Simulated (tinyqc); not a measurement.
Inside a calculation. Model: crystallisation kinetics and data retention of a phase-change cell.

Program tinyqc, `OMP_NUM_THREADS=1 python tinyqc.py 2490032 2490033 out.jsonl`; Intel Xeon 2.30GHz, shared host, one thread, about 0.04 s. Printed values are rounded.

Johnson-Mehl-Avrami-Kolmogorov law X = 1 - exp(-y^n), y = integral of k dt, k = (1/100 s) exp[-(Ec q/kB)(1/T - 1/T1)].

Parameters, values chosen for the exercise; values of the order of Ge-Sb-Te and related chalcogenides: activation energy of crystallisation Ec = 3.19 eV; temperature at which the rate k is 1/(100 s) T1 = 423 K; Avrami exponent n = 3; crystalline share at which the state is lost Xf = 0.5; storage temperature T = 351 K; heating rate b = 5 K/min; start of the ramp table Ta = 390 K; step of the table dT = 4 K; steps m = 10.

Constants: q = 1.602176634e-19 C, kB = 1.380649e-23 J/K. Results are converted to the units shown.

Range of the model: One Arrhenius rate is assumed; incubation, growth from the boundary and the non-Arrhenius kinetics of the supercooled liquid are left out.

## Retention

At fixed T the state fails at t = (-ln(1 - Xf))^(1/n)/k; ten years are 3.15576e8 s.

k = 1.59855e-10 1/s
y at failure = 0.884997
time to fail = 5.53626e9 s
the same in years = 175.433
temperature for ten years = 360.800 K

The cell meets ten years at 351 K.

## A heating ramp

T rises at the rate b. Start with y = k (kB Ta^2/(q Ec))/b, the integral from cold to Ta to leading order; over each step k is taken as exponential in T, so y gains (dT/b)(k2 - k1)/ln(k2/k1). dX/dt = n y^(n - 1) k exp(-y^n), listed as 0 once y^n exceeds 23.

```
point  T (K)     k (1/s)           y            X  dX/dt (1/s)
0        390  6.08187e-6  2.99868e-4  2.69643e-11  1.64065e-12
1        394  1.59420e-5  7.91009e-4  4.94930e-10  2.99245e-11
2        398  4.09860e-5  0.00206406   8.79365e-9  5.23846e-10
3        402  1.03411e-4  0.00530174   1.49024e-7   8.72019e-9
4        406  2.56201e-4   0.0133854   2.39826e-6   1.37710e-7
5        410  6.23599e-4   0.0332103   3.66277e-5   2.06327e-6
6        414  0.00149198   0.0809919   5.31140e-4   2.93452e-5
7        418  0.00351053    0.194226   0.00730019   3.94392e-4
8        422  0.00812711    0.458208    0.0917200   0.00464945
9        426   0.0185205     1.06389     0.700060    0.0188626
10       430   0.0415639     2.43221     0.999999   4.16103e-7
```

Among the points the rate is largest at 426 K, where X = 0.700; the exact peak lies at 425.7 K.
